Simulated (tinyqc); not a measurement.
Crystallisation kinetics and data retention of a phase-change cell: one step of the calculation.

Johnson-Mehl-Avrami-Kolmogorov law X = 1 - exp(-y^n), y = integral of k dt, k = (1/100 s) exp[-(Ec q/kB)(1/T - 1/T1)].

Task. A heating ramp. T rises at the rate b. Start with y = k (kB Ta^2/(q Ec))/b, the integral from cold to Ta to leading order; over each step k is taken as exponential in T, so y gains (dT/b)(k2 - k1)/ln(k2/k1). dX/dt = n y^(n - 1) k exp(-y^n), listed as 0 once y^n exceeds 23.

Parameters, values chosen for the exercise; values of the order of Ge-Sb-Te and related chalcogenides:

| symbol | value | unit | meaning |
|---|---|---|---|
| Ec | 3.14 | eV | activation energy of crystallisation |
| T1 | 454 | K | temperature at which the rate k is 1/(100 s) |
| n | 4 |  | Avrami exponent |
| b | 1 | K/min | heating rate |
| Ta | 411 | K | start of the ramp table |
| dT | 6 | K | step of the table |
| m | 10 |  | steps |

Constants: q = 1.602176634e-19 C, kB = 1.380649e-23 J/K. Results are converted to the units shown.

Find: T; k; y; X; dX/dt.

Result.

T, point 0 to 10 (K): [411, 417, 423, 429, 435, 441, 447, 453, 459, 465, 471]
k, point 0 to 10 (1/s): [2.255e-6, 8.076e-6, 2.789e-5, 9.305e-5, 3.003e-4, 9.386e-4, 0.002845, 0.008376, 0.02397, 0.06677, 0.1812]
y, point 0 to 10: [6.273e-4, 0.002270, 0.008026, 0.02750, 0.09117, 0.2928, 0.9118, 2.756, 8.095, 23.14, 64.39]
X, point 0 to 10: [1.549e-13, 2.655e-11, 4.149e-9, 5.716e-7, 6.910e-5, 0.007324, 0.4989, 1.000, 1.000, 1.000, 1.000]
dX/dt, point 0 to 10 (1/s): [2.227e-15, 3.779e-13, 5.768e-11, 7.737e-9, 9.103e-7, 9.356e-5, 0.004322, 0, 0, 0, 0]

Range of the model: One Arrhenius rate is assumed; incubation, growth from the boundary and the non-Arrhenius kinetics of the supercooled liquid are left out.

tinyqc, about 0.03 s, one thread, Intel Xeon 2.30GHz (shared host): `OMP_NUM_THREADS=1 python tinyqc.py 2490062 2490063 out.jsonl`
